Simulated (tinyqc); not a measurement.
## Film and buried-oxide thickness from two coupling ratios

Problem. In a depleted film -dVT/dVb is k1 = Cs Cbox/(Cox (Cs + Cbox)) for a front channel and k2 = Cbox (Cox + Cs)/(Cox Cs) for a back channel, with Cox = eps0 eox/tox, Cs = eps0 eps_r/ts, Cbox = 3.9 eps0/tb. Find ts and tb.

Values chosen for this exercise; band and dielectric values close to those of silicon: relative permittivity eps_r = 11.5; relative permittivity of the gate insulator (close to silicon dioxide) eox = 3.9; insulator thickness tox = 1.2 nm.

coupling ratios for a front and a back channel: 0.080092861  0.97348887

Answer. With y = Cox/Cs and z = Cox/Cbox, 1/k1 = y + z and k2 = (1 + y)/z, so y = (k2/k1 - 1)/(1 + k2); the thicknesses follow from y and z.

ts = 20.0 nm
tb = 8.20 nm

Numbers from tinyqc (`OMP_NUM_THREADS=1 python tinyqc.py 2190136 2190137 out.jsonl`; about 0.5 s on one thread of a shared Intel Xeon 2.30GHz).
